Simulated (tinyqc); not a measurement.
Threshold of a short bulk MOSFET: charge sharing, barrier lowering, narrow width: one step of the calculation.

n-channel device on a p-type body, depletion approximation, full ionisation. Uniform doping N = Na. Vbi from Boltzmann statistics is rough for the degenerate source. Cox = eps0 eox/tox.

Task. Long-channel threshold and scales. ni = sqrt(Nc Nv) exp(-Eg/(2 Vt)), Eg in volts; 2 pB = 2 Vt ln(N/ni); flat band Vfb - Vt ln(N/Na); Wd = sqrt(2 eps0 eps_r (2 pB - Vbs)/(q N)); body term q N Wd/Cox; long-channel VT0 = flat band + 2 pB + body term; Vbi = Vt ln(N Nsd/ni^2); scale length l = sqrt((eps_r/eox) tox Wd).

Inputs (values chosen for the exercise); band and dielectric values close to those of silicon: temperature T = 400 K; band gap Eg = 1.14 eV; relative permittivity eps_r = 11.7; conduction-band density of states at T Nc = 4.22e19 cm^-3; valence-band density of states at T Nv = 4.13e19 cm^-3; relative permittivity of the gate insulator (close to zirconium oxide) eox = 25.6; insulator thickness tox = 27 nm; channel doping Na = 6e16 cm^-3; source and drain doping Nsd = 1e20 cm^-3; flat-band voltage for the doping Na Vfb = -0.83 V; body-source voltage Vbs = 0 V.

Constants: q = 1.602176634e-19 C, kB = 1.380649e-23 J/K, Vt = kB T/q, eps0 = 8.8541878128e-14 F/cm where lengths are in cm. Results are converted to the units shown.

Give: N; 2 pB; flat band; Wd; body term; VT0; Vbi; l.

Result.

N = 6.000e16 cm^-3
2 pB = 0.6888 V
flat band = -0.8300 V
Wd = 121.8 nm
body term = 0.1395 V
VT0 = -0.001688 V
Vbi = 0.9445 V
l = 38.78 nm

Program tinyqc, `OMP_NUM_THREADS=1 python tinyqc.py 2002209 2002210 out.jsonl`; Intel Xeon 2.30GHz, shared host, one thread, about 0.01 s.
